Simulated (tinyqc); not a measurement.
Width of the well: strained quantum well: band edges, subbands and transparency.

Growth on (001), barriers unstrained: tr(e) = e (2 - nu2), Z = b e (1 + nu2); Ec = Ev + Eg + ac tr(e), E_HH = Ev + av tr(e) + Z, E_LH = Ev + av tr(e) - Z (coupling to the split-off band left out).

Masses along z: me, 1/(g1 - 2 g2) for HH, 1/(g1 + 2 g2) for LH, likewise in the barrier; in the plane me, 1/(g1 + g2) for HH and 1/(g1 - g2) for LH (no mixing, which understates the hole masses away from k = 0). Level n solves k L + 2 atan[(k/m)/(kappa/mb)] = n pi, k = sqrt(m E/c), kappa = sqrt(mb (V - E)/c), c = hbar^2/2m0.

Transparency (Bernard-Duraffourg): Fc - Fv equals the lowest transition energy with n = p, n = sum m/(2 pi c) kB T ln(1 + exp((Fc - E)/kB T)) and p likewise over the listed subbands; c = hbar^2/2m0, 1/angstrom^2 = 1e16/cm^2.

Constants: hbar^2/2m0 = 3.80998211 eV angstrom^2; kB = 8.617333262e-05 eV/K; hc = 1239.841984 eV nm.

Parameters, chosen for this exercise (near those of an InGaAs/InP well; the results hold for these values, not for the real material): e = 0.0039 (strain in the plane); nu2 = 0.989 (2 C12/C11); Eg = 0.779 eV (unstrained gap of the well); Ev = -0.604 eV (its valence edge); ac = -6.17 eV; av = 1.08 eV (Ev moves by av tr(e)); b = -1.9 eV (shear potential); Egb = 1.346 eV (gap of the barrier); Evb = -0.94 eV (its valence edge); me = 0.0451 m0 (electron mass); g1 = 13.23 (gamma1); g2 = 5.15 (gamma2); meb = 0.08 m0; g1b = 5.08; g2b = 1.6; T = 300 K (temperature); Ls = (30, 40, 55, 70, 90, 120) angstrom (widths).

All levels anew.

Results:
```
L (angstrom)  wavelength (nm)  top hole  hh1 - lh1 (meV)  n_tr (1e12/cm^2)  share in top  n_tr/L (1e18/cm^3)
30                       1294       hh1               64             0.413          0.80                1.38
40                       1361       hh1               47             0.444          0.68                1.11
55                       1430       hh1               29             0.503          0.51                0.91
70                       1475       hh1               16             0.563          0.40                0.80
120                      1559       lh1               -6             0.686          0.60                0.57
```

Give the missing row, L (angstrom) = 90.

Computed row:
```
L (angstrom)  wavelength (nm)  top hole  hh1 - lh1 (meV)  n_tr (1e12/cm^2)  share in top  n_tr/L (1e18/cm^3)
90                       1514       hh1                5             0.634          0.30                0.70
```

The wavelength tunes by 265 nm. The sheet density at transparency changes from 0.41 to 0.69, the top hole subband holding 0.80 and 0.60 of the holes at the ends, while the volume density falls by a factor 2.4. Critical thickness and carrier escape are left out.

Run: tinyqc, `OMP_NUM_THREADS=1 python tinyqc.py 1280087 1280088 out.jsonl`; Intel(R) Xeon(R) Processor @ 2.30GHz, one thread, shared host; about 0.01 s of CPU time with all checks.
